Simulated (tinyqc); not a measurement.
A short-path metal as competitor: size effects in the resistivity of thin metal films and interconnect lines. Computed by tinyqc, a small Python program. Command: `OMP_NUM_THREADS=1 python tinyqc.py 3009726 3009727 out.jsonl size walk`. One thread of a shared host (Intel(R) Xeon(R) Processor @ 2.30GHz), about 0.01 s of CPU time with the checks.

Electrons lose their drift at surfaces (a share 1 - p of the hits) and at grain boundaries (reflection R), besides bulk scattering. The line sits in a trench with a non-conducting liner on both walls and the bottom; the spacing equals the drawn width.

Inputs (values chosen for the exercise, modelled on ruthenium):
```
quantity                                   value         unit
bulk resistivity rho_b                         8  microohm cm
bulk mean free path lambda                  6.34           nm
specularity p                               0.56            -
grain-boundary reflection R                  0.4            -
grain size over metal width                  2.6            -
aspect ratio (height over width)             2.2            -
liner thickness t                            0.5           nm
competitor: rho_b relative to this metal       2            -
competitor: lambda relative to this metal   0.26            -
competitor: liner relative to t             0.46            -
```

Geometry: line.

Method:
- Fuchs-Sondheimer film: rho_b/rho = 1 - (3/(2 kappa))(1 - p) int_0^1 (s - s^3)(1 - exp(-kappa/s))/(1 - p exp(-kappa/s)) ds, f = rho/rho_b, kappa = thickness/lambda, 80 Gauss-Legendre points.
- Line: the excess of a film of thickness w_m and of a film of thickness h_m are added, rho/rho_b = 1 + (f(w_m) - 1) + (f(h_m) - 1), an estimate that holds best when both sides exceed lambda.
- Mayadas-Shatzkes: alpha = (lambda/D) R/(1 - R); rho_b/rho = 1 - 3 alpha/2 + 3 alpha^2 - 3 alpha^3 ln(1 + 1/alpha).
- w_m = w - 2t, h_m = (aspect ratio) w - t, D = (ratio) w_m; rho = rho_b [1 + surface excess + grain excess].
- Effective resistivity rho (aspect ratio) w^2/(w_m h_m) for the metal with its liner, for the same metal without liner, and for a competitor with its own rho_b, lambda and liner, and for that competitor with the liner t; p, R, aspect and grain ratios are the same.

Effective resistivity (microohm cm):
```
w (nm)  this metal  without liner  competitor  competitor, liner t
200          8.209          8.158      16.128               16.182
100          8.423          8.317      16.257               16.367
50           8.862          8.633      16.518               16.745
30           9.474          9.056      16.873               17.268
20          10.287          9.586      17.328               17.954
14          11.413         10.269      17.931               18.892
10          13.067         11.177      18.769               20.251
7           15.915         12.531      20.106               22.559
5           20.549         14.318      22.049               26.247
```

What follows from these numbers?

The competitor does not win at any width listed. In narrow lines rho scales as rho_b lambda/w, and the product rho_b lambda of the competitor is 0.52 times this metal's. At the narrowest width the liner costs this metal a factor 1.44. With the same liner the competitor wins nowhere in the table; at the narrowest width the thinner liner lowers it from 26.2 to 22.0. Rows with w - 2t below lambda stretch the additive estimate. Metal widths below about 5 nm are outside this semiclassical model.

Extremes, crossings and ranges named in words are read from the listed rows.
